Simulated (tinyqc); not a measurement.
Changing the image contrast (as defocus does): chemically amplified photoresist: aerial image, acid generation, bake, development and line width. Computed by tinyqc, a small Python program. Command: `OMP_NUM_THREADS=1 python tinyqc.py 3003805 3003806 out.jsonl resist sweep`. One thread of a shared host (Intel(R) Xeon(R) Processor @ 2.30GHz), about 0.04 s of CPU time with the checks.

Lines and spaces of pitch p with a two-beam-like image; x = 0 is the middle of the bright space. The resist is positive and treated as uniform in depth.

Inputs (values chosen for the exercise, for a model resist at 248 nm):

| quantity | value | unit |
|---|---|---|
| pitch p | 240 | nm |
| mean dose E | 15.9 | mJ/cm^2 |
| Dill parameter C | 0.016 | cm^2/mJ |
| quencher load q, relative to the acid generator | 0.14 | - |
| acid diffusivity D | 4.4 | nm^2/s |
| bake time t | 60 | s |
| amplification rate k_amp | 0.1 | 1/s |
| threshold protection m_th | 0.47 | - |
| development selectivity n | 8 | - |
| largest rate r_max | 180 | nm/s |
| smallest rate r_min | 0.15 | nm/s |
| resist thickness d | 210 | nm |
| development time t_d | 45 | s |
| photon energy | 5 | eV |
| absorption coefficient alpha | 0.9 | 1/um |

Method:
- Dose E(x) = E [1 + c cos(2 pi x/p)]; acid h = 1 - exp(-C E(x)).
- Bake: the acid image is blurred by a Gaussian of variance sigma^2 = 2 D t (each Fourier term k of h, taken on 64 points, is multiplied by exp(-4 pi^2 k^2 D t/p^2)).
- Cosine coefficients: h(x) = sum_k h_k cos(2 pi k x/p).
- The quencher then removes q, h_eff = max(h_blurred - q, 0); protection m = exp(-k_amp t h_eff).
- Mack rate r = r_max (a + 1)(1 - m)^n/(a + (1 - m)^n) + r_min, a = ((n + 1)/(n - 1))(1 - m_th)^n.
- Edge: vertical development clears the film where r t_d >= d; the space width is twice the x where r = d/t_d.
- Dose sensitivity = d ln(width)/d ln E from widths at 1.005 E and E/1.005; image log-slope at the edge = |d ln E/dx|, normalised by the width (NILS); latitude for 10 % of width = 10 %/sensitivity.
- The edge lies at x = width/2.
- Absorbed photons per volume N = E(edge) alpha/(photon energy), 1 mJ/cm^2 = 62.41509 eV/nm^2, alpha in 1/nm; a Gaussian blur averages over a volume V = (2 sqrt(pi) sigma)^3; relative noise 1/sqrt(N V); edge noise sigma_x = (dh/d ln E) noise/|dh/dx|, with both derivatives of the blurred acid at the edge.

One run for each value:

| image contrast c | dose latitude (%) | space width (nm) | edge noise from photons (nm) | NILS |
|---|---|---|---|---|
| 0.25 | 4.020 | 145.36 | 0.60696 | 0.9792 |
| 0.36 | 5.640 | 136.87 | 0.40685 | 1.3663 |
| 0.46 | 7.080 | 132.61 | 0.31349 | 1.7042 |
| 0.57 | 8.656 | 129.56 | 0.24990 | 2.0652 |
| 0.68 | 10.237 | 127.40 | 0.20718 | 2.4163 |
| 0.79 | 11.830 | 125.75 | 0.17637 | 2.7572 |
| 0.89 | 13.294 | 124.54 | 0.15489 | 3.0581 |
| 1.00 | 14.926 | 123.41 | 0.13612 | 3.3785 |

Over the rows, dose latitude (%) rises from 4.02 to 14.9 (exponent d ln y / d ln x 0.93 between the first rows and 0.99 between the last); space width (nm) falls from 145 to 123 (exponent d ln y / d ln x -0.17 between the first rows and -0.078 between the last); edge noise from photons (nm) falls from 0.607 to 0.136 (exponent d ln y / d ln x about -1.1 throughout).

Caution (all rows): lateral development, standing waves and the joint diffusion of acid and quencher are left out, so widths are indicative. Caution (all rows): the noise counts photons alone (acid and quencher statistics add to it) and takes the film as thicker than the blur; a thinner film averages in two dimensions only.
